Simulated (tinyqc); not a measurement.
Raising U: Hubbard chain of 5 sites, mean field against exact. Computed by the program tinyqc. Collinear unrestricted mean field (the lowest of 40 random starts) against exact diagonalisation.

one-body matrix (hopping and site energies) (eV):
```
,1,2,3,4,5
1,0.0000,-0.5500,0.0000,0.0000,0.0000
2,-0.5500,0.0000,-0.5500,0.0000,0.0000
3,0.0000,-0.5500,0.0000,-0.5500,0.0000
4,0.0000,0.0000,-0.5500,0.0000,-0.5500
5,0.0000,0.0000,0.0000,-0.5500,0.0000
```

electrons, up and down: 3  2

Exact and mean-field results (eV):
```
U,U/t,E exact,E mean field,mean |n_up - n_down|,"double occupancy, exact",first gap in the sector
0.2800,0.5091,-2.693357,-2.680469,0.2322,0.2121,0.5238
0.5500,1.0000,-2.421267,-2.372604,0.2783,0.1910,0.4944
1.1000,2.0000,-1.954783,-1.787284,0.4597,0.1488,0.4288
1.6500,3.0000,-1.597567,-1.339639,0.6835,0.1123,0.3659
2.2000,4.0000,-1.329610,-1.046829,0.8098,0.0840,0.3122
3.3000,6.0000,-0.974746,-0.717802,0.9127,0.0489,0.2344
4.4000,8.0000,-0.760421,-0.543491,0.9504,0.0309,0.1846
6.6000,12.0000,-0.522768,-0.364748,0.9779,0.0150,0.1279
11.0000,20.0000,-0.318949,-0.219587,0.9920,0.0057,0.0783
```

What does the comparison show, and why?

In absolute terms mean field is worst at U/t = 4.0, 0.283 eV too high: at small U it is nearly exact, and at large U it misses only exchange-scale energies. Relative to the exact energy its error is 0.5 % at the smallest U, 31 % at most and 31 % at the largest. The double occupancy falls from 0.212 to 0.006; at the largest U the first gap is 0.71 times the exchange scale 4t^2/U.
